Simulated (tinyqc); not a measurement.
Energy and delay of logic against supply voltage: one step of the calculation.

One expression serves below and above threshold: I(Vg) = Ik [ln(1 + exp((Vg - VT + dd V)/(al nf Vt)))]^al, with I_on = I(V) and I_off = I(0). Gate delay td = kd C V/I_on, clock period LD td. Per gate and cycle the switching energy is act C V^2 and the leakage energy I_off V LD td. No short-circuit current, no variation. Minima are sought above 0.09 V; below a few Vt gates no longer switch and the model has no meaning.

Question. Currents, delay and energies. I_on, I_off, td, clock frequency 1/(LD td), both energies and their sum.

Parameters, values chosen for the exercise; values of the order met in logic technologies:
```
symbol  value  unit                               meaning
T         300     K                           temperature
VT       0.39     V  threshold voltage at zero drain bias
nf       1.14                                slope factor
dd       0.03         barrier lowering per volt of supply
Ik        2.5    uA            specific current of a gate
al       1.85                 exponent of the current law
C         2.9    fF            load capacitance of a gate
kd        0.8                                delay factor
LD         16                                 logic depth
act       0.2                             activity factor
V        0.65     V                        supply voltage
```

Constants: q = 1.602176634e-19 C, kB = 1.380649e-23 J/K, Vt = kB T/q. Results are converted to the units shown.

Wanted: I_on; I_off; td; clock frequency; switching energy; leakage energy; energy.

Answer.

I_on = 51.525 uA
I_off = 0.0086643 nA
td = 29.267 ps
clock frequency = 2.1355 GHz
switching energy = 245.05 aJ
leakage energy = 0.0026372 aJ
energy = 245.05 aJ

I_on/I_off = 5.95e6; leakage makes up 0.00108 % of the energy.

Range of the model: At a supply of a few Vt gates lose their noise margin, and variation, left out here, decides whether they work.

Program tinyqc, `OMP_NUM_THREADS=1 python tinyqc.py 2082072 2082073 out.jsonl`; Intel Xeon 2.30GHz, shared host, one thread, about 0.01 s.
